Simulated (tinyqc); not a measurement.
What each value does: bond-orbital model of a tetrahedral semiconductor (Harrison's universal couplings).

Hybrid level eh = (es + 3 ep)/4; metallic energy V1 = (ep - es)/4 for each atom; covalent energy V2 = 3.22 hbar^2/(m d^2); polar energy V3 = (ehc - eha)/2; hbar^2/m = 2c, c = hbar^2/2m0. Polarity ap = V3/sqrt(V2^2 + V3^2), covalency ac = V2/sqrt(V2^2 + V3^2). p-p coupling at Gamma Exx = (4/3)(2.22 - 2 x 0.63) hbar^2/(m d^2) = 1.28 hbar^2/(m d^2), s-s coupling Ess = 4 x 1.32 hbar^2/(m d^2).

Constants: hbar^2/2m0 = 3.80998211 eV angstrom^2.

Values chosen for the exercise (near tabulated values for Si; the model gives trends, and its gaps can be far from the real ones; not measured data):
```
symbol  value   unit      meaning
esc     -14.62  eV        s level, cation
epc     -7.54   eV        p level, cation
esa     -14.62  eV        s level, anion
epa     -7.54   eV        p level, anion
d       2.36    angstrom  bond length
```

The bond-antibond splitting is 2 sqrt(V2^2 + V3^2). E0 is the upper root of [[esa, 5.28 u], [5.28 u, esc]] less the lower root of [[epa, 1.28 u], [1.28 u, epc]], u = hbar^2/(m d^2). Each row changes one parameter from the base and keeps the others.

Results:
```
case                    ap  bond-antibond splitting (eV)  Ev (eV)  E0 (eV)
base                0.0000                         8.811   -9.291    1.895
esc = -14.12 eV     0.0142                         8.812   -9.291    2.149
epc = -7.04 eV      0.0425                         8.819   -9.059    1.663
esa = -14.12 eV    -0.0142                         8.812   -9.291    2.149
epa = -7.04 eV     -0.0425                         8.819   -9.059    1.663
d = 2.41 angstrom   0.0000                         8.449   -9.219    1.526
```

The largest shifts from the base row, up to three for each result and ties (the steps differ in size, so this ranks the rows, not the parameters). ap: epc +0.0425, epa -0.0425, esc +0.0142, esa -0.0142; unchanged at the printed digits by d. bond-antibond splitting (eV): d -0.362, epc +0.008, epa +0.008. Ev (eV): epc +0.232, epa +0.232, d +0.072; unchanged at the printed digits by esc and esa. E0 (eV): d -0.369, esc +0.254, esa +0.254.

Run: tinyqc, `OMP_NUM_THREADS=1 python tinyqc.py 1452827 1452828 out.jsonl`; Intel(R) Xeon(R) Processor @ 2.30GHz, one thread, shared host; about 0.01 s of CPU time with all checks.
